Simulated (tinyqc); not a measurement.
Moment against temperature: Stoner model of a band ferromagnet.

Density of states per atom and spin: two humps, D(e) = (M/W) [1 - sp cos(4 pi e/W)]. Levels e -/+ I m/2 for up and down spin, m = n_up - n_down, n_up + n_down = nd. At zero temperature e(N) is the energy below which N states lie, and E(m) = sum over spins of integral e D de - I m^2/4.

Constants: kB = 8.617333262e-05 eV/K.

Inputs chosen for the exercise:
```
symbol  value  unit  meaning
W       6.2    eV    band width, e from -W/2 to W/2
M       5            states per atom and spin
nd      8.7          electrons per atom
sp      0.63         shape parameter
I       1.3    eV    Stoner parameter
```

Fermi-Dirac occupations on 600 equal energy intervals; m is iterated from saturation until it changes by less than 1e-7 or for 400 rounds; the paramagnet is unstable while I times the mean of D weighted by -df/de exceeds 1.

Results:
```
T/Tc  T (K)  m (muB)  I D(T) of the paramagnet
0.10    519    1.297                     1.407
0.30   1556    1.255                     1.351
0.50   2593    1.163                     1.261
0.65   3370    1.043                     1.182
0.80   4148    0.842                     1.102
0.90   4667    0.621                     1.050
1.10   5704    0.000                     0.953
```

Give the missing row, T/Tc = 0.95.

Computed row:
```
T/Tc  T (K)  m (muB)  I D(T) of the paramagnet
0.95   4926    0.448                     1.025
```

Tc (from I D(T) = 1) = 5.19e+03 K

kB Tc = 0.447 eV, 0.26 of the exchange splitting at zero temperature. m keeps 0.90 of its first value at half Tc and 0.48 at 0.9 Tc. The model knows only Stoner excitations; spin waves and local moments bring the ordering temperature below the Stoner value.

(tinyqc, `OMP_NUM_THREADS=1 python tinyqc.py 1682216 1682217 out.jsonl`, Intel(R) Xeon(R) Processor @ 2.30GHz, 1 thread, shared host, about 0.3 s.)
